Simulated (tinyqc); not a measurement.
Worked calculation: phonon-assisted absorption at an indirect gap. Values are carried at full precision from step to step, so a last printed digit may differ when a step is redone from the rounded ones.

alpha(E) = sum_j A_j [N_j (E - Eg + w_j)^2 + (N_j + 1)(E - Eg - w_j)^2], each bracket counted only where its base is positive; N_j = 1/(exp(w_j/kB T) - 1). The first term absorbs a phonon and the second emits one; excitons and direct transitions are left out.

Constants: kB = 8.617333262e-05 eV/K.

Values chosen for the exercise (loosely those of Si at room temperature; Eg is not tied to T; shifted at random, so the results belong to these values and not to a real crystal):

| symbol | value | unit | meaning |
|---|---|---|---|
| Eg | 1.142 | eV | indirect gap, held fixed unless listed |
| w | (58.5, 18) | meV | two zone-edge phonons |
| A | (3400, 520) | 1/(cm eV^2) | their strengths |
| T | 300 | K |  |
| E | 1.294 | eV | photon energy |
| nr | 3.54 |  | refractive index |
| d | 4.6 | micrometre | thickness |
| xj | 0.066 | micrometre | dead layer at the surface |
| W | 0.64 | micrometre | depleted width |
| L | 13 | micrometre | minority diffusion length below it |

## The four branches at one energy

Evaluate the occupations and each term.

N_j: 0.1161  0.9938

terms with phonon absorption (1/cm): 17.50  14.93

terms with phonon emission (1/cm): 33.18  18.62

alpha = 84.22 1/cm
wavelength hc/E (hc = 1239.841984 eV nm) = 958.1 nm

Phonon absorption supplies 38.5 % of alpha; the depth 1/alpha is 119 micrometre.

## What a slab does with it

Slab of thickness d in air, incoherent passes: R = ((nr - 1)/(nr + 1))^2, x = exp(-alpha d); transmitted Tr = (1 - R)^2 x/(1 - R^2 x^2), reflected Rt = R + (1 - R)^2 R x^2/(1 - R^2 x^2), absorbed Ab = (1 - R)(1 - x)/(1 - R x).

d in cm is 1e-4 times the value in micrometres.

R = 0.3130
x = 0.9620
Tr = 0.4993
Rt = 0.4634
Ab = 0.0374

A single pass would absorb (1 - R)(1 - x) = 0.0261; the back face adds 0.0112.

## Quantum efficiency of a diode

Photodiode (Gaertner form with a dead layer): QE = (1 - R) exp(-alpha xj) [1 - exp(-alpha W)/(1 + alpha L)], R = ((nr - 1)/(nr + 1))^2; responsivity = QE/E in A/W for E in eV.

Evaluate the factors; 1 micrometre = 1e-4 cm.

passes the dead layer = 0.9994
collected share = 0.1035
QE = 0.0711
responsivity = 0.0549 A/W

Without diffusion from below the collected share would be 0.0054.

## Checks

- Tr + Rt + Ab against 1: both 1.000000.

Program tinyqc; command `OMP_NUM_THREADS=1 python tinyqc.py 1682049 1682050 out.jsonl`; about 0.01 s on one thread of a shared Intel(R) Xeon(R) Processor @ 2.30GHz.
